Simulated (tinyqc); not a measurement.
Gas flow in a process chamber: flow regimes, conductance, effective pumping speed, pump-down, outgassing and purge: one step, computed by the program tinyqc.

Ideal gas, isothermal flow, a pump of constant speed at the end of a round pipe; process gas, volume gas and outgassing are given the same properties. 1 sccm = 101325 Pa x 1e-6 m^3/60 s x T/273.15 K.

Problem. Purging a well-mixed chamber. With steady flow a contaminant decays as exp(-t/residence time); gas used = flow x time.

Inputs (values chosen for the exercise, modelled on oxygen near room temperature): temperature T = 300 K; process gas flow = 1000 sccm.

residence time = 0.8445375 s

Give: time to dilute 1e3 times; time to dilute 1e6 times; gas used for 1e6.

Solution.

time to dilute 1e3 times = 5.8339 s

time to dilute 1e6 times = 11.668 s

gas used for 1e6 = 194.46 standard cm^3
